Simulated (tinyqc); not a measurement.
Born-von Karman spring model of a cubic crystal with one atom per cell: one step, computed by the program tinyqc.

First neighbours lie at a/2 (1,1,1) (8 of them), second at a (1,0,0) (6), with all permutations and signs; the volume per atom is Omega = a^3/2. Two shells of springs match a real metal only roughly, above all at the zone boundary.

Task: Elastic constants from long waves. [ij,kl] = (1/(2 Omega)) sum_R K_ij R_k R_l; C11 = [xx,xx], C44 = [xx,yy], C12 = 2 [xy,xy] - C44; B = (C11 + 2 C12)/3; Zener ratio A = 2 C44/(C11 - C12). K(R) = kL n n^T + kT (1 - n n^T).

Inputs (values chosen for the exercise, modelled on iron): lattice constant a = 2.87 angstrom; radial spring k1L = 3.13 eV/angstrom^2; transverse spring k1T = -0.096 eV/angstrom^2; radial spring k2L = 1.1 eV/angstrom^2; transverse spring k2T = 0.022 eV/angstrom^2.

Lattice: bcc.

Constants: 1 eV/angstrom^3 = 160.2176634 GPa.

Give: C11; C12; C44; bulk modulus B; Zener ratio A.

Result:

C11 = 232.2 GPa

C12 = 128.3 GPa

C44 = 111.8 GPa

bulk modulus B = 162.9 GPa

Zener ratio A = 2.153

C12 - C44 = 16.52 GPa: the Cauchy relation fails because sum_R kT R^2 is not zero; a negative sum gives a positive Cauchy pressure.
